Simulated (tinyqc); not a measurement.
Nanowire ballistic transistor, top-of-the-barrier model: two steps of the calculation.

At the top of the source barrier, states moving towards the drain are filled by the source (Fermi level 0) and states moving back by the drain (Fermi level -q Vd); nothing scatters. U is the shift of the band edge there, set by the capacitances CG, CD and CS (the total) and by the charge. Parabolic one-dimensional subbands; the source is grounded.

Inputs (values chosen for the exercise); mass and valleys close to those of indium arsenide:
```
symbol,value,unit,meaning
T,300,K,temperature
m,0.0297,m0,effective mass
gv,1,,valley degeneracy
eox,9,,relative permittivity of the gate insulator
tox,1.5,nm,insulator thickness
d,5,nm,wire diameter
dE,0.16,eV,offset of a second subband (0: none)
aG,0.92,,gate control CG/CS
aD,0.009,,drain control CD/CS
E0,0.28,eV,band edge at the barrier top above the source Fermi level at zero bias
Vg,0.8,V,gate voltage
Vd,0.2,V,drain voltage
```

Constants: q = 1.602176634e-19 C, kB = 1.380649e-23 J/K, hbar = 1.054571817e-34 J s, m0 = 9.1093837015e-31 kg, Vt = kB T/q, eps0 = 8.8541878128e-14 F/cm where lengths are in cm. Results are converted to the units shown.

Task 1. Density of states, capacitances and charge at zero bias. N0 = gv sqrt(2 m kB T/pi)/hbar, CG = 2 pi eps0 eox/ln(1 + 2 tox/d), CS = CG/aG, n0 = n at U = 0 and Vd = 0. eta1 = -(E0 + U)/Vt, eta2 = eta1 - Vd/Vt, n = (N0/2)[F_(-1/2)(eta1) + F_(-1/2)(eta2)], F_(-1/2)(x) = (1/sqrt(pi)) int_0^infinity u^(-1/2)/(1 + exp(u - x)) du. Each F is summed over the two subbands, F(eta) + F(eta - dE/Vt), which share the mass. UL = -(aG Vg + aD Vd).

Wanted: N0; CG; CS; n0; UL.

Result 1.

N0 = 8.0092e5 cm^-1
CG = 10.653 pF/cm
CS = 11.579 pF/cm
n0 = 15.874 cm^-1
UL = -0.73780 eV

Task 2. Self-consistent potential at the barrier top. U(out) = UL + q (n - n0)/CS. U(new) = U + 0.5 (U(out) - U).

U at the start (U = UL) = -0.7378 eV
N0 = 8.0091954e5 cm^-1
CS = 11.579294 pF/cm
n0 = 15.873767 cm^-1
UL = -0.7378 eV

Give: eta1; eta2; n; U(out); U after iteration 1.

Result 2.

eta1 = 17.708
eta2 = 9.9721
n = 5.6967e6 cm^-1
U(out) = -0.65898 eV
U after iteration 1 = -0.69839 eV

Numbers from tinyqc (`OMP_NUM_THREADS=1 python tinyqc.py 2400016 2400017 out.jsonl`; about 0.06 s on one thread of a shared Intel Xeon 2.30GHz).
